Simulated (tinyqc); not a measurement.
Changing the temperature T: Landau-Devonshire theory of a uniaxial ferroelectric. Computed by tinyqc, a small Python program. Command: `OMP_NUM_THREADS=1 python tinyqc.py 3015626 3015627 out.jsonl ferro sweep`. One thread of a shared host (Intel(R) Xeon(R) Processor @ 2.30GHz), about 0.01 s of CPU time with the checks.

G(P) = (alpha/2) P^2 + (beta*/4) P^4 + (gamma/6) P^6 - E P per volume, SI units, one domain, P along the polar axis, which is normal to the film.

Inputs (values chosen for the exercise, modelled on lead titanate): alpha_0 = 784000 J m/(C^2 K); Curie-Weiss temperature T0 = 752 K; beta = -2.8e+08 J m^5/C^4; gamma = 1.48e+09 J m^9/C^6; misfit strain u_m = -0.019; electrostriction Q12 = -0.026 m^4/C^2; compliance s11 + s12 = 5.5e-12 m^2/N; film thickness d = 6 nm; screening length lambda = 0.038 nm; background permittivity eps_b = 8; gradient coefficient g = 3.8e-10 J m^3/C^2.

Sample: epitaxial film.

Constants: eps_0 = 8.8541878128e-12 F/m.

Method:
- alpha = alpha_0 (T - T0*), with clamping: T0* = T0 + 4 Q12 u_m/(alpha_0 (s11 + s12)), beta* = beta + 4 Q12^2/(s11 + s12).
- Ps^2 = [-beta* + sqrt(beta*^2 - 4 alpha gamma)]/(2 gamma).
- chi = 1/(eps_0 G''), G'' = alpha + 3 beta* P^2 + 5 gamma P^4 at Ps. Ps, chi and the coercive field are for perfect screening, without a depolarising field. The intrinsic coercive field is |alpha P + beta* P^3 + gamma P^5| at the P_c where G'' = 0. 1 C/m^2 = 100 microcoulomb/cm^2.
- With the term (g/2) (dP/dx)^2, (g/2) P'^2 = G(P) - G(Ps) across the wall: energy = int_(-Ps)^(Ps) sqrt(2 g [G(P) - G(Ps)]) dP (40 Gauss-Legendre points); width = 2 Ps over the slope at P = 0, sqrt(2 |G(Ps)|/g). Elastic coupling inside the wall is left out.
- Between shorted electrodes with screening length lambda each, the depolarising field is -k P, k = 2 lambda/(eps_0 (d + 2 lambda eps_b)), so alpha turns into alpha + k.
- The polar state is the lowest uniform state while alpha + k < 0 (beta* > 0) or < 3 beta*^2/(16 gamma) (beta* < 0); setting the equality gives the critical thickness d_c.

One run for each value; columns: (1) temperature T (K); (2) spontaneous polarisation Ps (microcoulomb/cm^2); (3) susceptibility chi; (4) intrinsic coercive field (MV/m); (5) wall energy (mJ/m^2); (6) critical thickness d_c (nm):
```
(1)     (2)     (3)     (4)     (5)     (6)
301  79.132  43.668  284.66  360.65  11.433
350  77.932  46.274  264.84  339.96  12.119
399  76.677  49.207  245.33  319.33  12.888
449  75.335  52.602  225.78  298.31  13.774
498  73.953  56.410  206.97  277.78  14.763
547  72.494  60.802  188.53  257.30  15.899
597  70.918  66.036  170.11  236.46  17.245
646  69.273  72.103  152.49  216.12  18.795
695  67.514  79.373  135.31  195.86  20.640
744  65.620  88.241  118.60  175.69  22.873
```

Over the rows, spontaneous polarisation Ps (microcoulomb/cm^2) falls from 79.1 to 65.6 (exponent d ln y / d ln x -0.10 between the first rows and -0.42 between the last); susceptibility chi rises from 43.7 to 88.2 (exponent d ln y / d ln x 0.38 between the first rows and 1.6 between the last); intrinsic coercive field (MV/m) falls from 285 to 119 (exponent d ln y / d ln x -0.48 between the first rows and -1.9 between the last). Ps^2 falls from 6260 to 4310 and 1/chi from 0.0229 to 0.0113: the well gets shallower as alpha shrinks in size, so the crystal softens to the field and thin films lose P sooner.

Caution (rows 301, 350, 399, 449, 498, 547, 597): far below T0* the expansion with linear alpha(T) is only a fit.

Extremes, crossings and ranges named in words are read from the listed rows.
